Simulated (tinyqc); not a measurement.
Worked calculation: Deal-Grove kinetics of thermal oxidation of silicon. Computed by tinyqc, a small Python program that keeps every step. Command: `OMP_NUM_THREADS=1 python tinyqc.py 3020769 3020770 out.jsonl oxide walk`. One thread of a shared host (Intel(R) Xeon(R) Processor @ 2.30GHz), about 0.02 s of CPU time with the checks. Intermediate numbers are printed to about 5 digits and carried at full precision; extremes and crossings named in words are read from the listed rows.

Oxidant diffuses through the oxide and reacts at the interface, so that dx/dt = B/(A + 2x) for the oxide thickness x.

Inputs (values chosen for the exercise, close to those used for silicon): prefactor B0 = 865 um^2/h; activation energy E_B = 1.23 eV; prefactor (B/A)0 = 3.95e+06 um/h; activation energy E_A = 1.98 eV; temperature T = 1150 C; oxidant pressure p = 1 atm; pressure exponent m of B/A = 0.77; initial oxide x_i = 0.005 um; time t = 0.24 h; temperature of step 2, T2 = 1150 C; time of step 2, t2 = 0.48 h.

Ambient: dry oxygen. Surface: (100). Extension: second step.

Constants: k_B = 8.617333262e-05 eV/K.

## Rate constants

B = B0 p exp(-E_B/(k_B T)), B/A = (B/A)0 p^m exp(-E_A/(k_B T)), p in atm; A = B/(B/A). Temperatures in kelvin are T(C) + 273.15.

parabolic constant B = 0.038127 um^2/h

linear constant B/A = 0.38446 um/h

length A = 0.099170 um

Reaction at the interface limits growth while x is well below A/2 = 0.0496 um, diffusion once x is well above it.

## Thickness after the oxidation

tau = (x_i^2 + A x_i)/B and x = (A/2) [sqrt(1 + 4 B (t + tau)/A^2) - 1], the root of x^2 + A x = B (t + tau). Silicon consumed is 0.44 times the oxide grown; the rate is B/(A + 2x).

tau = 0.013661 h

oxide thickness x = 0.060552 um

silicon consumed = 0.024443 um

final growth rate = 0.17309 um/h

2x/A = 1.22: reaction and diffusion both resist, diffusion with a share 2x/(A + 2x) = 0.55. Caution: dry oxides grow faster than Deal-Grove predicts below about 0.03 um, so a start from a thinner film underestimates the thickness (a common remedy is x_i = 0.025 um).

## Full law against its linear and parabolic limits

Linear limit x = (B/A)(t + tau); parabolic limit x = sqrt(B (t + tau)).

Thickness (um):
```
t (h)    full  linear limit  parabolic limit    2x/A
0.05   0.0203    2.4475e-02           0.0493   0.410
0.1    0.0328    4.3698e-02           0.0658   0.662
0.25   0.0623    1.0137e-01           0.1003   1.256
0.5    0.0989    1.9748e-01           0.1399   1.994
1      0.1532    3.8972e-01           0.1966   3.089
2      0.2319    7.7418e-01           0.2771   4.677
4      0.3447    1.5431e+00           0.3912   6.952
8      0.5054    3.0810e+00           0.5528  10.192
16     0.7334    6.1567e+00           0.7814  14.790
32     1.0563    1.2308e+01           1.1048  21.303
```

Both limits lie above the full result, since each drops one resistance. The linear law overshoots by 20 % in the first row and 1100 % in the last, the parabolic law by 140 % and 4.6 %. The better limit switches between 0.1 and 0.25 h; both give the same value where B (t + tau) = A^2, at 2x/A = sqrt5 - 1 = 1.24.

## A second oxidation in the same ambient

Step 2 starts from the thickness x of step 1, with B and A at T2: tau2 = (x^2 + A2 x)/B2 and x2 = (A2/2) [sqrt(1 + 4 B2 (t2 + tau2)/A2^2) - 1].

B2 = 0.038127 um^2/h

A2 = 0.099170 um

tau2 = 0.25366 h

thickness after both steps x2 = 0.12486 um

## Two steps, the one at T2 first

First t2 at T2 from x_i, then t at T from the thickness reached.

thickness after t2 at T2 = 0.096294 um

final thickness in this order = 0.12486 um

Both steps share one temperature, so the order cannot matter.

Checks made by the program: closed form against Runge-Kutta integration of dx/dt (relative difference below 1e-10).
